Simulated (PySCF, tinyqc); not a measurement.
CID on RHF in the sto-3g basis, for H2, spin multiplicity 1, step by step. The lowest restricted solution is unstable here: a spin-polarised one lies 0.0023 hartree lower (PySCF). One step of it, computed by the program tinyqc.

Task: CID: roots. Diagonalise (each vector has its largest component positive (the first on a tie)); all determinants have Ms = 0, so triplets appear too. The lowest singlet root is the correlation energy.

Occupation strings over the orbitals (2 doubly, a alpha, b beta, 0 empty; spin orbitals ordered 1a 1b 2a 2b ...): 20 02

H - E(HF) between determinants (hartree):
```
          20        02
20  0.000000  0.210916
02  0.210916  0.781251
```

Give: lowest roots of this matrix, relative to E(HF); lowest vectors; <S^2> of these roots; weight of the ground state by excitation level 0, 1, 2, ....

Result:

lowest roots of this matrix, relative to E(HF) (hartree): -0.0533  0.8346

lowest vectors:
```
     root 1  root 2
20   0.9695  0.2450
02  -0.2450  0.9695
```

<S^2> of these roots: 0.0000  0.0000

weight of the ground state by excitation level 0, 1, 2, ...: 0.9400  0.0000  0.0600
